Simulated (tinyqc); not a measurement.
Gain against electron density: polytypes and stacking faults of a tetrahedral semiconductor in an axial Ising model with couplings up to third neighbours. Computed by tinyqc, a small Python program. Command: `OMP_NUM_THREADS=1 python tinyqc.py 3028263 3028264 out.jsonl polytype walk`. One thread of a shared host (Intel(R) Xeon(R) Processor @ 2.30GHz), about 0.01 s of CPU time with the checks.

Each double layer has s = +1 or -1 for the sense of its stacking step; E per pair of atoms = E0 - sum_n J_n <s_i s_(i+n)>, n = 1, 2, 3. Hexagonality h = (1 - <s_i s_(i+1)>)/2.

Inputs (values chosen for the exercise, for a model crystal):

| quantity | value | unit |
|---|---|---|
| J1 | -2.2 | meV/pair |
| J2 | -0.57 | meV/pair |
| J3 | 0.11 | meV/pair |
| basal lattice constant a | 3.19 | angstrom |
| binding energy of the fault level E_b | 0.044 | eV |
| in-plane mass m | 0.35 | m0 |
| effective density of states N_c at 300 K | 2.6e+19 | 1/cm^3 |
| temperature T | 1150 | K |

Host polytype: 2H.

Constants: 1 eV/angstrom^2 = 16.02176634 J/m^2; m_0 = 9.1093837015e-31 kg; hbar = 1.054571817e-34 J s; k_B = 1.380649e-23 J/K; k_B = 8.617333262e-05 eV/K.

Method. Faults in 2H: the sequences I1 (+), I2 (++), E (+++) are put between perfect repeats; k_n = (layers x C_n of the host) - sum_i s_i s_(i+n). gamma = sum k_n J_n/A, A = (sqrt 3/2) a^2; 1 meV/angstrom^2 = 16.02177 mJ/m^2. The fault binds electrons in a two-dimensional band E_b below the conduction edge, g2 = m m0/(pi hbar^2) for one valley. With the Fermi level held by the bulk, eta = ln[n/N_c(T)], N_c(T) = N_c (T/300)^1.5, the grand potential falls by g2 (k_B T)^2 F1(x), x = eta + E_b/(k_B T), F1(x) = integral from 0 to infinity of ln(1 + exp(x - t)) dt; sheet density g2 k_B T ln(1 + e^x). Band bending by the trapped charge is left out, so the gain is an upper bound.

fault coefficients k_n:
```
    J1  J2  J3
I1  -2   4  -6
I2  -4   4  -4
E   -6   4  -6
```

energy of the glide fault, I2 = 11.0536 mJ/m^2

At T:

| n (1/cm^3) | x | sheet density (1/cm^2) | gain (mJ/m^2) | gain/gamma | gain/gamma at T + 200 K |
|---|---|---|---|---|---|
| 1.00e+14 | -14.040 | 1.1575e+07 | 1.8378e-06 | 1.6627e-07 | 1.6868e-07 |
| 1.00e+15 | -11.737 | 1.1575e+08 | 1.8378e-05 | 1.6627e-06 | 1.6868e-06 |
| 1.00e+16 | -9.435 | 1.1575e+09 | 1.8378e-04 | 1.6626e-05 | 1.6867e-05 |
| 1.00e+17 | -7.132 | 1.1570e+10 | 1.8375e-03 | 1.6623e-04 | 1.6865e-04 |
| 1.00e+18 | -4.830 | 1.1529e+11 | 1.8342e-02 | 1.6594e-03 | 1.6843e-03 |
| 5.00e+18 | -3.220 | 5.6749e+11 | 9.0990e-02 | 8.2317e-03 | 8.3726e-03 |
| 2.00e+19 | -1.834 | 2.1477e+12 | 3.5384e-01 | 3.2012e-02 | 3.2792e-02 |

What follows from these numbers?

For x well below 0 the gain is k_B T times the sheet density and linear in n; for x well above 0 the well fills and the gain grows only about as x^2. It stays below the fault energy in all rows; 200 K more changes it by a factor 1.0 at 1e16.
